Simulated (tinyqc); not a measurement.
CIS and TDHF on RHF in the 6-311g basis, for H-, spin multiplicity 1, step by step. The basis has no diffuse functions, so it cannot describe the extra electron: this is an exercise in the method, not the real anion. One step of it, computed by the program tinyqc.

Problem. Integrals over molecular orbitals. (pq|rs) = sum C_ip C_jq C_kr C_ls (ij|kl), one index at a time.

coefficients C:
```
            MO1        MO2        MO3
1H 1s  0.174977   0.085029  -1.546312
1H 2s  0.174688   1.488048   1.813980
1H 3s  0.764770  -1.437421  -0.756565
```

core Hamiltonian H = T + V (hartree):
```
           1H 1s      1H 2s      1H 3s
1H 1s   0.193252  -0.511607  -0.408648
1H 2s  -0.511607  -0.422143  -0.397930
1H 3s  -0.408648  -0.397930  -0.357384
```

Two-electron integrals (ij|kl) in chemists' order, unique and non-zero (hartree):
```
(11|11) 1.393035   (21|11) 0.822971   (21|21) 0.509703   (22|11) 0.822904
(22|21) 0.543028   (22|22) 0.644106   (31|11) 0.411256   (31|21) 0.257757
(31|22) 0.279868   (31|31) 0.130794   (32|11) 0.543681   (32|21) 0.365771
(32|22) 0.452669   (32|31) 0.189803   (32|32) 0.325140   (33|11) 0.494021
(33|21) 0.340115   (33|22) 0.445993   (33|31) 0.178035   (33|32) 0.331779
(33|33) 0.361682
```

Give: one-electron integrals over orbitals h = C^T H C; Two-electron integrals over orbitals.

Solution.

one-electron integrals over orbitals h = C^T H C (hartree):
```
         1        2       3
1  -0.4630  -0.1315  0.0344
2  -0.1315   0.0010  0.1483
3   0.0344   0.1483  1.8746
```

Two-electron integrals over orbitals (pq|rs), unique and non-zero (hartree):
```
(11|11) 0.4592    (21|11) 0.1315    (21|21) 0.1028    (22|11) 0.4204
(22|21) 0.1200    (22|22) 0.3964    (31|11) -0.0344   (31|21) -0.0501
(31|22) -0.0504   (31|31) 0.0780    (32|11) -0.0992   (32|21) -0.0849
(32|22) -0.1013   (32|31) 0.0822    (32|32) 0.1063    (33|11) 0.5855
(33|21) 0.2531    (33|22) 0.5548    (33|31) -0.1759   (33|32) -0.2717
(33|33) 1.0262
```
